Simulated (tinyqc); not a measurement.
Six-band Luttinger-Kohn model with strain: one step. The Hamiltonian. Five cases, with inputs chosen for the exercise.

Problem. Each term is the sum of its two parts.

Six-band Luttinger-Kohn model in the basis |3/2,3/2>, |3/2,1/2>, |3/2,-1/2>, |3/2,-3/2>, |1/2,1/2>, |1/2,-1/2>, electron energies, zero at the top of the unstrained valence band. H = -[rows: (P+Q, -S, R, 0, -S/r2, r2 R); (-S*, P-Q, 0, R, -r2 Q, r32 S); (R*, 0, P-Q, S, r32 S*, r2 Q); (0, R*, S*, P+Q, -r2 R*, -S*/r2); (-S*/r2, -r2 Q, r32 S, -r2 R, P+Dso, 0); (r2 R*, r32 S*, r2 Q, -S/r2, 0, P+Dso)], r2 = sqrt(2), r32 = sqrt(3/2). Levels are twofold.

Give: H(k).

Case 1.

Values chosen (out of a larger set: near those of Si; not measured data): Dso = 0.046 eV (spin-orbit splitting).

Terms (eV):
```
term                 from k  from strain
P                 0.0538059    0.0103759
Q                 0.0040248   -0.0139123
R      0.0058942-0.0173258i  -0.0191373i
S     -0.0022459-0.0071341i    0.0000000
```

Solution.

H(k) (eV), rows 3/2,3/2, 3/2,1/2, 3/2,-1/2, 3/2,-3/2, 1/2,1/2, 1/2,-1/2 and columns alike:
$$\begin{pmatrix}
-0.0543 & -0.0022-0.0071i & -0.0059+0.0365i & 0 & -0.0016-0.0050i & -0.0083+0.0516i \\
-0.0022+0.0071i & -0.0741 & 0 & -0.0059+0.0365i & -0.0140 & 0.0028+0.0087i \\
-0.0059-0.0365i & 0 & -0.0741 & 0.0022+0.0071i & 0.0028-0.0087i & 0.0140 \\
0 & -0.0059-0.0365i & 0.0022-0.0071i & -0.0543 & 0.0083+0.0516i & -0.0016+0.0050i \\
-0.0016+0.0050i & -0.0140 & 0.0028+0.0087i & 0.0083-0.0516i & -0.1102 & 0 \\
-0.0083-0.0516i & 0.0028-0.0087i & 0.0140 & -0.0016-0.0050i & 0 & -0.1102
\end{pmatrix}$$

Case 2.

Values chosen (out of a larger set: near those of InAs; not measured data): Dso = 0.388 eV (spin-orbit splitting).

Terms (eV):
```
term                 from k            from strain
P                 0.0368829              0.0031954
Q                 0.0157621              0.0000000
R     -0.0052350-0.0289929i            -0.0086855i
S                 0.0000000  -0.0086855+0.0086855i
```

Solution.

H(k) (eV), rows 3/2,3/2, 3/2,1/2, 3/2,-1/2, 3/2,-3/2, 1/2,1/2, 1/2,-1/2 and columns alike:
$$\begin{pmatrix}
-0.0558 & -0.0087+0.0087i & 0.0052+0.0377i & 0 & -0.0061+0.0061i & 0.0074+0.0533i \\
-0.0087-0.0087i & -0.0243 & 0 & 0.0052+0.0377i & 0.0223 & 0.0106-0.0106i \\
0.0052-0.0377i & 0 & -0.0243 & 0.0087-0.0087i & 0.0106+0.0106i & -0.0223 \\
0 & 0.0052-0.0377i & 0.0087+0.0087i & -0.0558 & -0.0074+0.0533i & -0.0061-0.0061i \\
-0.0061-0.0061i & 0.0223 & 0.0106-0.0106i & -0.0074-0.0533i & -0.4281 & 0 \\
0.0074-0.0533i & 0.0106+0.0106i & -0.0223 & -0.0061+0.0061i & 0 & -0.4281
\end{pmatrix}$$

Case 3.

Values chosen (out of a larger set: near those of InP; not measured data): Dso = 0.103 eV (spin-orbit splitting).

Terms (eV):
```
term                 from k  from strain
P                 0.0019625    0.0061593
Q                 0.0006118   -0.0470107
R     -0.0010388+0.0002785i    0.0814249
S                 0.0000000    0.0000000
```

Solution.

H(k) (eV), rows 3/2,3/2, 3/2,1/2, 3/2,-1/2, 3/2,-3/2, 1/2,1/2, 1/2,-1/2 and columns alike:
$$\begin{pmatrix}
0.0383 & 0 & -0.0804-0.0003i & 0 & 0 & -0.1137-0.0004i \\
0 & -0.0545 & 0 & -0.0804-0.0003i & -0.0656 & 0 \\
-0.0804+0.0003i & 0 & -0.0545 & 0 & 0 & 0.0656 \\
0 & -0.0804+0.0003i & 0 & 0.0383 & 0.1137-0.0004i & 0 \\
0 & -0.0656 & 0 & 0.1137+0.0004i & -0.1111 & 0 \\
-0.1137+0.0004i & 0 & 0.0656 & 0 & 0 & -0.1111
\end{pmatrix}$$

Case 4.

Values chosen (out of a larger set: near those of InSb; not measured data): Dso = 0.822 eV (spin-orbit splitting).

Terms (eV):
```
term                 from k  from strain
P                 0.0225103    0.0051032
Q                -0.0155013   -0.0645016
R     -0.0007146+0.0026196i  -0.0775536i
S      0.0104783-0.0078587i    0.0000000
```

Solution.

H(k) (eV), rows 3/2,3/2, 3/2,1/2, 3/2,-1/2, 3/2,-3/2, 1/2,1/2, 1/2,-1/2 and columns alike:
$$\begin{pmatrix}
0.0524 & 0.0105-0.0079i & 0.0007+0.0749i & 0 & 0.0074-0.0056i & 0.0010+0.1060i \\
0.0105+0.0079i & -0.1076 & 0 & 0.0007+0.0749i & -0.1131 & -0.0128+0.0096i \\
0.0007-0.0749i & 0 & -0.1076 & -0.0105+0.0079i & -0.0128-0.0096i & 0.1131 \\
0 & 0.0007-0.0749i & -0.0105-0.0079i & 0.0524 & -0.0010+0.1060i & 0.0074+0.0056i \\
0.0074+0.0056i & -0.1131 & -0.0128+0.0096i & -0.0010-0.1060i & -0.8496 & 0 \\
0.0010-0.1060i & -0.0128-0.0096i & 0.1131 & 0.0074-0.0056i & 0 & -0.8496
\end{pmatrix}$$

Case 5.

Values chosen (out of a larger set: near those of GaSb; not measured data): Dso = 0.766 eV (spin-orbit splitting).

Terms (eV):
```
term                 from k  from strain
P                 0.1501079    0.0099111
Q                 0.0524986   -0.0433450
R     -0.0235218-0.1123692i    0.0750757
S                 0.0000000    0.0000000
```

Solution.

H(k) (eV), rows 3/2,3/2, 3/2,1/2, 3/2,-1/2, 3/2,-3/2, 1/2,1/2, 1/2,-1/2 and columns alike:
$$\begin{pmatrix}
-0.1692 & 0 & -0.0516+0.1124i & 0 & 0 & -0.0729+0.1589i \\
0 & -0.1509 & 0 & -0.0516+0.1124i & 0.0129 & 0 \\
-0.0516-0.1124i & 0 & -0.1509 & 0 & 0 & -0.0129 \\
0 & -0.0516-0.1124i & 0 & -0.1692 & 0.0729+0.1589i & 0 \\
0 & 0.0129 & 0 & 0.0729-0.1589i & -0.9260 & 0 \\
-0.0729-0.1589i & 0 & -0.0129 & 0 & 0 & -0.9260
\end{pmatrix}$$

Computed by tinyqc, one run a case: `OMP_NUM_THREADS=1 python tinyqc.py N N+1 out.jsonl` with N = 1080940, 1081006, 1081167, 1081490, 1081565; one thread of a shared Intel(R) Xeon(R) Processor @ 2.30GHz, about 0.07 s a run at most.
